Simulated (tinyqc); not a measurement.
# Trap density and scattering coefficient from 1/f noise

Question. f S = K0 (1 + ac mu Cox I/gm)^2 with K0 = q^2 Vt lt Nt/(W L Cox^2), Vt in eV and Nt per eV. Find K0, Nt and ac.

Values chosen for this exercise: temperature T = 293 K; gate length L = 28 nm; total gate width W = 40 um; gate capacitance Cox = 2.25 uF/cm^2; mobility mu = 210 cm^2/(V s); tunnelling length into the oxide lt = 0.1 nm.

Constants: q = 1.602176634e-19 C, kB = 1.380649e-23 J/K, Vt = kB T/q. Results are converted to the units shown.

I/gm at two biases (V): 0.0398972276  0.428887995
f S at these biases (V^2): 1.77615073e-10  1.15173103e-9

Solution. sqrt(f S) is linear in I/gm: the intercept is sqrt(K0), and slope over intercept is ac mu Cox.

K0 = 1.26e-10 V^2
Nt = 1.10e18 cm^-3 eV^-1
ac = 1.00e4 V s/C

Numbers from tinyqc (`OMP_NUM_THREADS=1 python tinyqc.py 2150144 2150145 out.jsonl`; about 0.01 s on one thread of a shared Intel Xeon 2.30GHz).
